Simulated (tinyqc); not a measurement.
Microkinetic model of low-temperature epitaxy from hydride gases: adsorption, hydrogen desorption and rate control. Changing the silane pressure p_S. Computed by tinyqc, a small Python program. Command: `OMP_NUM_THREADS=1 python tinyqc.py 3011945 3011946 out.jsonl hepi sweep`. One thread of a shared host (Intel(R) Xeon(R) Processor @ 2.30GHz), about 0.04 s of CPU time with the checks.

Each hydride molecule needs two free sites and leaves four hydrogen atoms, of which two leave at once as H2; theta is the hydrogen coverage, the site density is 6.78 per nm^2 and one layer is 1.358 angstrom thick.

Inputs (values chosen for the exercise, close to those used for silane and germane, with second-order desorption as on Si(111) but the site density of Si(001)):

| quantity | value | unit |
|---|---|---|
| sticking prefactor of silane s0 | 0.025 | - |
| adsorption barrier E_s | 0.3 | eV |
| desorption prefactor nu_d | 1.2e+12 | 1/s |
| desorption energy on silicon E_d | 1.96 | eV |
| hydrogen carrier pressure p_H | 260 | Pa |
| sticking of hydrogen s_H | 1.6e-08 | - |
| temperature T | 730 | C |
| germane pressure p_G | 0.16 | Pa |
| sticking ratio of germane to silane r_G | 2.9 | - |
| lowering of E_d per unit germanium fraction, dE | 0.55 | eV |

Film: silicon-germanium. Order of hydrogen desorption: second.

Constants: k_B = 8.617333262e-05 eV/K; u = 1.6605390666e-27 kg; k_B = 1.380649e-23 J/K.

Method:
- Flux per site F = p/(sqrt(2 pi M k_B T) x 6.78e18 per m^2), M = 32.12 u (silane), 76.63 u (germane), 2.016 u (hydrogen); s = s0 exp(-E_s/(k_B T)); k_S = s F_S, k_G = r_G s F_G; germanium fraction x = k_G/(k_S + k_G); k = k_S + k_G; k_H = s_H F_H; k_d = nu_d exp(-(E_d - dE x)/(k_B T)).
- Temperatures in kelvin are T(C) + 273.15.
- With k the hydride and k_H the hydrogen adsorption rate on free pairs and k_d the desorption rate, steady state: 2 (k + k_H)(1 - theta)^2 = k_d theta^2; growth rate R = k (1 - theta)^2 layers/s; 1 layer/s = 8.148 nm/min.
- With c = 2 (k + k_H)/k_d the free share is 1 - theta = 1/(1 + sqrt(c)).
- X_i = d ln R/d ln k_i at fixed other constants. With f = 1 - theta and a = 2/f + 2/theta: d ln f/d ln k_d = 1/(a f), so X_d = 2/(a f), X_k = 1 - X_d k/(k + k_H), X_H = -X_d k_H/(k + k_H); they sum to 1.

One run for each value:

| silane pressure p_S (Pa) | growth rate G (nm/min) | hydrogen coverage theta | X_d (desorption) |
|---|---|---|---|
| 0.001 | 4.1 | 0.0033 | 0.0033 |
| 0.003 | 4.1 | 0.0034 | 0.0034 |
| 0.01 | 4.2 | 0.0037 | 0.0037 |
| 0.03 | 4.5 | 0.0046 | 0.0046 |
| 0.1 | 5.4 | 0.0083 | 0.0083 |
| 0.3 | 7.9 | 0.0220 | 0.0220 |
| 1 | 15.4 | 0.0719 | 0.0719 |
| 3 | 31.9 | 0.1608 | 0.1608 |
| 10 | 70.9 | 0.2914 | 0.2914 |
| 30 | 135.8 | 0.4284 | 0.4284 |

Over the rows, growth rate G (nm/min) rises from 4.11 to 136 (exponent d ln y / d ln x 0.0059 between the first rows and 0.59 between the last); hydrogen coverage theta rises from 0.00334 to 0.428 (exponent d ln y / d ln x 0.022 between the first rows and 0.35 between the last); X_d (desorption) rises from 0.00334 to 0.428 (exponent d ln y / d ln x 0.022 between the first rows and 0.35 between the last).

Caution (rows 0.00100, 0.00300, 0.0100, 0.0300, 0.100, 0.300): layer thickness and site density of silicon are kept, and strain and surface segregation of germanium are ignored, which matters at this fraction.
